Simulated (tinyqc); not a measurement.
Ballistic transport through the one-dimensional subbands of a rectangular nanowire or nanosheet channel: one step, computed by the program tinyqc. Command: `OMP_NUM_THREADS=1 python tinyqc.py 3006157 3006158 out.jsonl wire walk`. One thread of a shared host (Intel(R) Xeon(R) Processor @ 2.30GHz), about 0.02 s of CPU time with the checks.

Hard walls, parabolic subbands, transport along x. Energies are counted from the bulk conduction band edge at the top of the barrier, which the gate pulls down by U; the source Fermi level lies at the bulk edge when U = 0.

Problem. Conductance, capacitance and scattering. Linear conductance G = (2 e^2/h) sum_i g f(eta_i), g = 2, f = 1/(1 + exp(-eta_i)), with the barrier frozen at the eta_i above; current per perimeter I/(2(a + b)); with scattering, transmission lambda/(lambda + L) and low-bias resistance (1 + L/lambda)/G.

Inputs (values chosen for the exercise, modelled on silicon):

| quantity | value | unit |
|---|---|---|
| height a | 3.7 | nm |
| width b | 7.7 | nm |
| temperature T | 300 | K |
| mean free path for back-scattering lambda | 75 | nm |
| channel length L | 24 | nm |

Valleys: silicon [100] wire.

Occupation:

| subband | eta_i | n_i (1/nm) | I_i (microampere) |
|---|---|---|---|
| 1 | 3.910467 | 0.7122988 | 7.307665 |
| 2 | 0.364893 | 0.1839030 | 2.816281 |
| 3 | 0.279644 | 0.1743606 | 2.675065 |
| 4 | -0.178332 | 0.1282818 | 1.978114 |
| 5 | -0.539026 | 0.0983464 | 1.516565 |
| 6 | -0.810400 | 0.1776316 | 1.224209 |
| 7 | -1.903475 | 0.0308099 | 0.471186 |
| 8 | -3.723907 | 0.0053663 | 0.081601 |
| 9 | -3.813704 | 0.0049117 | 0.074680 |
| 10 | -4.899200 | 0.0037411 | 0.025431 |

ballistic current I = 18.17080 microampere

Constants: e = 1.602176634e-19 C; h = 6.62607015e-34 J s.

Give: open modes sum g f; ballistic conductance; current per perimeter; transmission; low-bias resistance with scattering.

Solution.

open modes sum g f = 6.908

ballistic conductance = 535.2 microsiemens

current per perimeter = 797.0 microampere/micrometre

transmission = 0.7576

low-bias resistance with scattering = 2.466 kiloohm

Even without scattering the wire has h/(2 e^2 M) = 1.87 kiloohm, which sits in the contacts.
